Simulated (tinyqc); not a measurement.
What each parameter does: six-band k.p model of the valence band of a wurtzite crystal.

At k = 0: E1 = D1c + D2c + Te + Le (pure HH); E2, E3 = Le + u +/- sqrt(u^2 + 2 D3c^2), u = (D1c - D2c + Te)/2, D1c = Dcr, D2c = D3c = Dso/3. The weight of LH in state 2 is fL = (E2 - Le)^2/((E2 - Le)^2 + 2 D3c^2). Relative strengths of transitions to the conduction band: for E perpendicular to c (TE) 1/2, fL/2, (1 - fL)/2; for E along c (TM) 0, 1 - fL, fL, with one momentum element for both directions.

Strain of a c-plane layer: exx = eyy = e_par, ezz = -2 (C13/C33) e_par; Le = D1 ezz + D2 (exx + eyy), Te = D3 ezz + D4 (exx + eyy).

Conduction edge: Ec = (top of the unstrained valence band) + Eg + (a1 + D1) ezz + (a2 + D2)(exx + eyy).

Values chosen for the exercise (near those of AlGaN; the results hold for these values, not for the real material): Dcr = -0.1253 eV (crystal-field splitting); Dso = 0.0188 eV (spin-orbit splitting); Eg = 5.979 eV (direct gap at Gamma from the top of the unstrained valence band); a1 = -3.4 eV (gap potential along c); a2 = -11.44 eV (gap potential in the plane); D1 = -15.26 eV; D2 = 7.66 eV; D3 = 8.92 eV; D4 = -3.73 eV; C13 = 104 GPa; C33 = 362 GPa; e_par = -0.0094 (exx = eyy of a c-plane layer).

Splittings at k = 0 under the strain, fL and the lowest transition.

Results for these values:
```
case  E1 - E2 (meV)  E1 - E3 (meV)      fL  lowest transition (eV)
base          -5.17          16.97  0.2004                  6.1719
```

What happens to each result for D2 = 6.128 eV, all else kept?

Answer: E1 - E2 does not change at the printed digits; E1 - E3 does not change at the printed digits; fL does not change at the printed digits; lowest transition does not change at the printed digits.

The same for each parameter in turn:
```
case               E1 - E2 (meV)  E1 - E3 (meV)      fL  lowest transition (eV)
base                       -5.17          16.97  0.2004                  6.1719
D2 = 6.128 eV              -5.17          16.97  0.2004                  6.1719
e_par = -0.00752          -26.41          14.55  0.0492                  6.1349
Dcr = -0.15036 eV         -27.74          14.48  0.0462                  6.1743
D3 = 10.704 eV              1.67          19.76  0.3997                  6.1674
C33 = 434.4 GPa           -11.97          15.74  0.1157                  6.1762
a1 = -2.72 eV              -5.17          16.97  0.2004                  6.1755
D1 = -18.312 eV            -5.17          16.97  0.2004                  6.1719
Dso = 0.02256 eV           -5.10          20.66  0.2181                  6.1709
```

D1 and D2 shift all valence edges and the conduction edge alike, so they drop out of splittings and transitions.

Computed by tinyqc, a small Python program: `OMP_NUM_THREADS=1 python tinyqc.py 1081408 1081409 out.jsonl` (the numbers bound the seed that draws the inputs); one thread of a shared host (Intel(R) Xeon(R) Processor @ 2.30GHz), about 0.01 s for the whole set of steps.
